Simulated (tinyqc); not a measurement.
Potential-pH (Pourbaix) lines of a metal, its cation, its oxide and an oxyanion, with a complexing ligand. Changing the total ligand c_L. Computed by tinyqc, a small Python program. Command: `OMP_NUM_THREADS=1 python tinyqc.py 3008109 3008110 out.jsonl pourb sweep`. One thread of a shared host (Intel(R) Xeon(R) Processor @ 2.30GHz), about 0.01 s of CPU time with the checks.

Potentials are against the standard hydrogen electrode; solids and water have unit activity; dG_f of M, H+ and the electron is zero; F = e N_A and s = R T ln(10)/F. The cation carries z = 2.

Inputs (values chosen for the exercise, modelled on copper):
```
quantity                                      value      unit
dG_f of the cation                            65.11    kJ/mol
dG_f of the oxide                           -129.66    kJ/mol
dG_f of the oxyanion                        -198.75    kJ/mol
dG_f of water                               -237.14    kJ/mol
temperature T                                298.15         K
log10 of the dissolved activity a                -6         -
pH                                                8         -
potential E                                   -0.11         V
log10 of the stability constant beta of ML      5.3         -
pKa of HL                                       4.9         -
limiting current density i_L                3.7e-05    A/cm^2
molar volume V_m                               7.11  cm^3/mol
```

Species: M, M2+, MO, MO2(2-).

exchange current densities, metal and cathodic (A/cm^2): 1.3e-05  1.3e-11

Tafel slopes, anodic and cathodic (mV/decade): 75  155

Constants: R = 8.314462618 J/(mol K); e = 1.602176634e-19 C; N_A = 6.02214076e+23 1/mol.

Method:
- M2+ + 2e = M; MO + 2H+ + 2e = M + H2O; MO2(2-) + 4H+ + 2e = M + 2H2O. For each, E0 = -dG/(z F), and E = E0 + (s/z) log10 a - (s n_H/z) pH, with no activity term for the oxide.
- The metal is stable below the lowest of the three lines; above it, the species of the lowest line is stable. Water lines at 1 bar: hydrogen E = -s pH, oxygen E = -dG_f(water)/(2F) - s pH.
- The free ligand is c_L/(1 + 10^(pKa - pH)) (ligand in excess); dissolved metal is a in all, so the free cation is a/alpha, alpha = 1 + beta [L]; the cation line drops by (s/z) log10 alpha.
- Anodic i = i0a 10^((E - E_a)/b_a) with E_a the cation line with ligand; cathodic i = i0c 10^((E_c - E)/b_c) with E_c the oxygen line; supply caps the cathodic current, 1/i_c = 1/i(Tafel) + 1/i_L. E_corr makes the two currents equal. Without the cap it would be [b_c E_a + b_a E_c + b_a b_c log10(i0c/i0a)]/(b_a + b_c). Rate = i V_m/(z F). Films are left out.

One run for each value; columns: (1) total ligand c_L (mol/L); (2) log10 alpha; (3) cation line with ligand (V); (4) etch rate (nm/min); (5) that line less the oxide line (V):
```
(1)         (2)     (3)      (4)       (5)
1.00e-05  0.476  0.1458  0.01154   0.06214
2.00e-04  1.611  0.1123  0.01608   0.02856
7.00e-04  2.148  0.0964  0.01881   0.01270
3.00e-03  2.778  0.0778  0.02259  -0.00593
1.00e-02  3.300  0.0623  0.02629  -0.02138
6.00e-02  4.078  0.0393  0.03291  -0.04439
2.00e-01  4.601  0.0238  0.03825  -0.05986
1.00e+00  5.300  0.0032  0.04670  -0.08053
```

Give the missing row, total ligand c_L (mol/L) = 4.00e-05.

Computed row; columns: (1) total ligand c_L (mol/L); (2) log10 alpha; (3) cation line with ligand (V); (4) etch rate (nm/min); (5) that line less the oxide line (V):
```
(1)         (2)     (3)      (4)      (5)
4.00e-05  0.953  0.1317  0.01327  0.04804
```

Interpolating between the two neighbouring rows (the first column on a logarithmic scale, the others too where they are positive) misses most in log10 alpha, by 12 %. Over the rows, log10 alpha rises from 0.476 to 5.30; cation line with ligand (V) falls from 0.146 to 0.00317; etch rate (nm/min) rises from 0.0115 to 0.0467 (exponent d ln y / d ln x 0.10 between the first rows and 0.12 between the last). Once beta [L] exceeds 1, each decade of ligand lowers the cation line by s/z; the etch rate rises with it.

Caution (all rows): other oxidation states, hydroxides and hydrides are left out, and the lines say nothing of rates. Caution (rows 1.00e-5, 4.00e-5, 2.00e-4, 7.00e-4): at this pH the oxide, not the cation, is the stable product, and a film would cut the rate. Caution (all rows): so near the reversible potential the back reaction matters and the Tafel form fails.
